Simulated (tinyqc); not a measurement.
Grain-boundary trapping model (Seto) of a polycrystalline semiconductor film: one step, computed by the program tinyqc.

Grains of equal size L are joined by thin boundaries with one trap level. Trapped carriers deplete a width W on each side and raise a barrier, crossed by thermionic emission. Dopants are fully ionised, statistics are non-degenerate and mu_g does not depend on T.

Problem. Resistivity and effective mobility. Boundary: sigma_b = L e^2 n_0 exp(-e V_B/k_B T)/sqrt(2 pi m k_B T); drift through the grain, depleted parts included: rho_g = [(1 - 2W/L) + (2W/L) int_0^1 exp(y^2 s^2) ds]/(e n_0 mu_g); rho = 1/sigma_b + rho_g. Mean carrier density n_av = n_0 [(1 - 2W/L) + (2W/L) (sqrt(pi)/2) erf(y)/y], y = sqrt(e V_B/k_B T); effective mobility 1/(e n_av rho).

Inputs (values chosen for the exercise, modelled on polycrystalline ZnO):
```
quantity                           value        unit
effective mass m                     0.3         m_0
grain size L                          43          nm
doping N                         3.9e+17      1/cm^3
mobility inside the grains mu_g      110  cm^2/(V s)
temperature T                        400           K
```

Grain interior: resistance included.

depletion width W = 7.208010 nm

barrier V_B = 0.02208762 V

E_F = -0.09424289 eV

centre density n_0 = 3.90e+17 1/cm^3

Constants: k_B = 8.617333262e-05 eV/K; m_0 = 9.1093837015e-31 kg; k_B = 1.380649e-23 J/K; e = 1.602176634e-19 C.

Give: boundary resistivity; drift resistivity rho_g; resistivity rho; mean carrier density; effective mobility.

Solution.

boundary resistivity = 0.04293 ohm cm

drift resistivity rho_g = 0.1583 ohm cm

resistivity rho = 0.2012 ohm cm

mean carrier density = 3.667e+17 1/cm^3

effective mobility = 84.60 cm^2/(V s)

A single crystal with the same N and mu_g would have 0.145 ohm cm, a factor 1.38 lower. Caution: e V_B is below 2 k_B T, where the depletion approximation fails and the mean density does not balance the trapped charge.
